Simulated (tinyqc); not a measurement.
Van der Pauw, Hall and four-point-probe measurements on a doped layer: one step of the calculation.

A uniform p-type layer with sheet resistance Rs = 1/(q ns mu), point contacts, low field (mu B small).

Problem. New z. The van der Pauw equation exp(-pi RA z) + exp(-pi RB z) = 1 is solved for z = 1/Rs: e1 = exp(-pi RA z), e2 = exp(-pi RB z), f = e1 + e2 - 1, f' = -pi (RA e1 + RB e2), z(new) = z - f/f'.

z after iteration 2 = 2.6121815 mS
RA = 24.725763 ohm
RB = 206.20238 ohm

Find: e1; e2; f; f'; z after iteration 3.

Solution.

e1 = 0.8164
e2 = 0.1841
f = 4.694e-4
f' = -0.1827 kohm
z after iteration 3 = 2.615 mS

Program tinyqc, `OMP_NUM_THREADS=1 python tinyqc.py 2850210 2850211 out.jsonl`; Intel Xeon 2.30GHz, shared host, one thread, about 0.01 s.
